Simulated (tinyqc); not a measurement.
Inside a calculation: two-dimensional electron gas with Rashba and Dresselhaus coupling. Values are carried at full precision from step to step, so a last printed digit may differ when a step is redone from the rounded ones.

H = c k^2/m + al (ky sx - kx sy) + b1 (kx sx - ky sy) + gam kx ky (kx sy - ky sx), s the Pauli matrices, x = [100], c = hbar^2/2m0, b1 = gam (pi/L)^2 (hard walls). H = c k^2/m + B.s, so E = c k^2/m -/+ |B| and the lower state has its spin along -B.

Constants: hbar^2/2m0 = 3.80998211 eV angstrom^2; hbar = 6.58211957e-16 eV s.

Values chosen for the exercise (of the size met in InAs; the results hold for these values, not for the real material):
- m = 0.0277 m0 (mass)
- al = 0.26 eV angstrom (Rashba constant)
- gam = 30.2 eV angstrom^3 (bulk Dresselhaus constant)
- L = 83 angstrom (width of the (001) well)
- n = 12 1e11/cm^2 (sheet density (one subband filled))
- phi = 30 degrees (angle of k from [100])

## Scales

b1; mean Fermi wave vector k0 = sqrt(2 pi n) (1e11/cm^2 = 1e-5/angstrom^2); E0 = c k0^2/m; b3 = gam k0^2/4; kR = al m/(2c) and ER = al kR/2, the shift and depth of a pure Rashba band.

b1 = 0.04327 eV angstrom
k0 = 0.02746 1/angstrom
E0 = 103.706 meV
b3 = 0.005693 eV angstrom
kR = 0.0009451 1/angstrom
ER = 0.1229 meV

The ratio al/(b1 - b3) is 6.92; kR is 3.4 % of k0.

## Spin-orbit field at one point of the Fermi circle

k = k0 (cos phi, sin phi). Form B, the splitting 2|B| and the direction of the lower spin, atan2(-By, -Bx).

Bx, By (meV): [4.4631, -6.5423]

splitting = 15.8394 meV
direction of the lower spin = 124.3 degrees

## The matrix

H = [[E0, Bx - i By], [Bx + i By, E0]] in meV; diagonalise. Precession period h/(2|B|) = 2 pi hbar/(splitting).

H (meV), rows up, down and columns alike:
$$\begin{pmatrix}
103.7061 & 4.4631+6.5423i \\
4.4631-6.5423i & 103.7061
\end{pmatrix}$$

levels (meV): [95.7864, 111.6258]

period = 0.261 ps

## The two wave vectors at the energy E0 along this direction

Solve c k^2/m -/+ |B(k)| = E0. The spin turns by (k_outer - k_inner) per length, so a half turn takes pi/(difference).

k (1/angstrom): outer 0.028524, inner 0.026428

difference = 0.002097 1/angstrom
length of a half turn = 149.8 nm

For linear terms alone the difference is (m/c)|B|/k, whatever the energy: every electron along this direction turns alike, the basis of the spin transistor. The cubic term makes it depend on density.

## Checks

- Difference of the Fermi wave vectors without Dresselhaus terms against al m/c: both 0.0018903.

Program tinyqc; command `OMP_NUM_THREADS=1 python tinyqc.py 1450502 1450503 out.jsonl`; about 0.01 s on one thread of a shared Intel(R) Xeon(R) Processor @ 2.30GHz.
